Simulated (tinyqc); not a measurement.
Pariser-Parr-Pople SCF with singles CI, for the molecule C=CC=CC(=C)C(=O)F (SMILES; centres numbered as the heavy atoms are written), step by step. One step of it, computed by the program tinyqc.

Task: Iteration 3: Fock matrix. F_rr = H_rr + P_rr gamma_rr / 2 + sum_(s != r) P_ss gamma_rs; F_rs = H_rs - P_rs gamma_rs / 2; E = tr P (H + F) / 2 + core repulsion sum_(r<s) z_r z_s gamma_rs.

P after iteration 2:
```
           1C         2C         3C         4C         5C         6C         7C         8O
1C   1.001316   0.918537  -0.003368  -0.346472   0.009745   0.187868   0.027838  -0.006105
2C   0.918537   0.997610   0.392071  -0.005595  -0.047554   0.005508  -0.003514   0.014966
3C  -0.003368   0.392071   1.023444   0.859078  -0.020814  -0.321079  -0.062489   0.011807
4C  -0.346472  -0.005595   0.859078   0.989858   0.370747   0.002358   0.016665  -0.062530
5C   0.009745  -0.047554  -0.020814   0.370747   1.040709   0.861915   0.336563  -0.024945
6C   0.187868   0.005508  -0.321079   0.002358   0.861915   0.899754   0.097858  -0.312090
7C   0.027838  -0.003514  -0.062489   0.016665   0.336563   0.097858   0.773478   0.880114
8O  -0.006105   0.014966   0.011807  -0.062530  -0.024945  -0.312090   0.880114   1.312158
9F  -0.005720   0.002383   0.011616  -0.012667  -0.036125  -0.040686   0.215095  -0.160073

           9F
1C  -0.005720
2C   0.002383
3C   0.011616
4C  -0.012667
5C  -0.036125
6C  -0.040686
7C   0.215095
8O  -0.160073
9F   1.961674
```

core matrix H (eV):
```
            1C          2C          3C          4C          5C          6C          7C          8O
1C  -45.015075   -2.390000    0.000000    0.000000    0.000000    0.000000    0.000000    0.000000
2C   -2.390000  -51.910242   -2.390000    0.000000    0.000000    0.000000    0.000000    0.000000
3C    0.000000   -2.390000  -60.097436   -2.390000    0.000000    0.000000    0.000000    0.000000
4C    0.000000    0.000000   -2.390000  -59.700810   -2.390000    0.000000    0.000000    0.000000
5C    0.000000    0.000000    0.000000   -2.390000  -62.675710   -2.390000   -2.390000    0.000000
6C    0.000000    0.000000    0.000000    0.000000   -2.390000  -50.909012    0.000000    0.000000
7C    0.000000    0.000000    0.000000    0.000000   -2.390000    0.000000  -66.076873   -2.420000
8O    0.000000    0.000000    0.000000    0.000000    0.000000    0.000000   -2.420000  -57.550914
9F    0.000000    0.000000    0.000000    0.000000    0.000000    0.000000   -1.960000    0.000000

            9F
1C    0.000000
2C    0.000000
3C    0.000000
4C    0.000000
5C    0.000000
6C    0.000000
7C   -1.960000
8O    0.000000
9F  -85.599112
```

repulsion gamma_rs (eV):
```
           1C         2C         3C         4C         5C         6C         7C         8O
1C  11.040000   7.525235   5.229584   3.667222   2.867293   2.307768   2.761927   2.211049
2C   7.525235  11.040000   7.523867   5.230004   3.666425   2.867431   3.273678   2.521093
3C   5.229584   7.523867  11.040000   7.527255   5.230004   3.667601   4.661482   3.312484
4C   3.667222   5.230004   7.527255  11.040000   7.523867   5.230004   5.228798   3.720271
5C   2.867293   3.666425   5.230004   7.523867  11.040000   7.527255   7.525614   5.389666
6C   2.307768   2.867431   3.667601   5.230004   7.527255  11.040000   5.230589   4.773859
7C   2.761927   3.273678   4.661482   5.228798   7.525614   5.230589  11.040000   8.027601
8O   2.211049   2.521093   3.312484   3.720271   5.389666   4.773859   8.027601  14.630000
9F   3.362499   3.791254   5.612580   4.926695   5.612793   3.792252   8.823592   5.667446

           9F
1C   3.362499
2C   3.791254
3C   5.612580
4C   4.926695
5C   5.612793
6C   3.792252
7C   8.823592
8O   5.667446
9F  23.310000
```

Centres (angstrom, eV; a flat drawing with bonds scaled to 1.40 angstrom):
```
centre          x          y  core charge z          W   gamma_rr
1C       3.618000   0.538000              1  11.720000  11.040000
2C       2.621000  -0.445000              1  11.720000  11.040000
3C       1.271000  -0.072000              1  11.720000  11.040000
4C       0.274000  -1.054000              1  11.720000  11.040000
5C      -1.076000  -0.681000              1  11.720000  11.040000
6C      -2.073000  -1.663000              1  11.720000  11.040000
7C      -1.428000   0.674000              1  11.720000  11.040000
8O      -2.777000   1.047000              1  16.260000  14.630000
9F      -0.430000   1.656000              2  44.010000  23.310000
```

Give: F; pi energy.

Result:

F (eV):
```
         1C       2C       3C       4C       5C       6C       7C       8O
1C  -6.3042  -5.8461   0.0088   0.6353  -0.0140  -0.2168  -0.0384   0.0067
2C  -5.8461  -6.3180  -3.8649   0.0146   0.0872  -0.0079   0.0058  -0.0189
3C   0.0088  -3.8649  -6.5498  -5.6233   0.0544   0.5888   0.1456  -0.0196
4C   0.6353   0.0146  -5.6233  -6.5171  -3.7847  -0.0062  -0.0436   0.1163
5C  -0.0140   0.0872   0.0544  -3.7847  -6.9260  -5.6339  -3.6564   0.0672
6C  -0.2168  -0.0079   0.5888  -0.0062  -5.6339  -6.2578  -0.2559   0.7449
7C  -0.0384   0.0058   0.1456  -0.0436  -3.6564  -0.2559  -5.4486  -5.9526
8O   0.0067  -0.0189  -0.0196   0.1163   0.0672   0.7449  -5.9526  -8.9195
9F   0.0096  -0.0045  -0.0326   0.0312   0.1014   0.0771  -2.9090   0.4536

          9F
1C    0.0096
2C   -0.0045
3C   -0.0326
4C    0.0312
5C    0.1014
6C    0.0771
7C   -2.9090
8O    0.4536
9F  -21.4510
```

pi energy = -177.7863 eV
